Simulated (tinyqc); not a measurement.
X-ray reflectivity of a thin film on silicon: critical angles, Parratt recursion, fringes and roughness: one step, computed by the program tinyqc. Command: `OMP_NUM_THREADS=1 python tinyqc.py 3121555 3121556 out.jsonl xrr walk`. One thread of a shared host (Intel(R) Xeon(R) Processor @ 2.30GHz), about 0.01 s of CPU time with the checks.

n = 1 - delta + i beta; the classical electron radius is r_e = 2.8179403e-6 nm. Layer 0 is vacuum, 1 the film, 2 the substrate.

Task: Fringe period, contrast and decay. Far above the critical angle the period is d theta = lambda/(2 d), or 2 pi/d in q; the envelope runs between (|r_01| - |r_12 p|)^2 and (|r_01| + |r_12 p|)^2; contrast = 2 a b/(a^2 + b^2) with a = |r_01|, b = |r_12 p|; roughness factors on the amplitudes are about exp(-q^2 sigma^2/2).

Inputs (values chosen for the exercise, modelled on Al2O3 on silicon, copper K-alpha radiation):

| quantity | value | unit |
|---|---|---|
| wavelength lambda | 0.15406 | nm |
| film thickness d | 33.6 | nm |
| roughness of the surface sigma_1 | 0.3 | nm |
| roughness of the interface sigma_2 | 0.25 | nm |

1000 r_01 = 6.012291-0.073448i

1000 r_12 = -1.699087-0.031432i

p = -0.8003127+0.5779348i

q = 4 pi sin(theta)/lambda = 2.163665 1/nm

Give: period in theta; period in q; contrast; roughness factor, surface; roughness factor, interface.

Result:

period in theta = 0.13135 degrees

period in q = 0.18700 1/nm

contrast = 0.51771

roughness factor, surface = 0.81005

roughness factor, interface = 0.86390
